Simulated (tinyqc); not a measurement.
Microkinetic model of low-temperature epitaxy from hydride gases: adsorption, hydrogen desorption and rate control: one step, computed by the program tinyqc.

Each hydride molecule needs two free sites and leaves four hydrogen atoms, of which two leave at once as H2; theta is the hydrogen coverage, the site density is 6.78 per nm^2 and one layer is 1.358 angstrom thick.

Problem. Coverage and growth rate. With k the hydride and k_H the hydrogen adsorption rate on free pairs and k_d the desorption rate, steady state: 2 (k + k_H)(1 - theta)^2 = k_d theta^2; growth rate R = k (1 - theta)^2 layers/s; 1 layer/s = 8.148 nm/min. With c = 2 (k + k_H)/k_d the free share is 1 - theta = 1/(1 + sqrt(c)).

Inputs (values chosen for the exercise, close to those used for silane and germane, with second-order desorption as on Si(111) but the site density of Si(001)): temperature T = 700 C.

Film: silicon-germanium. Order of hydrogen desorption: second.

k = 4.587710 1/s

k_H = 0 1/s

k_d = 24.80853 1/s

Give: c; hydrogen coverage theta; growth rate R in layers; growth rate G.

Solution.

c = 0.3698

hydrogen coverage theta = 0.3782

growth rate R in layers = 1.774 layers/s

growth rate G = 14.45 nm/min

Adsorption and desorption share control.
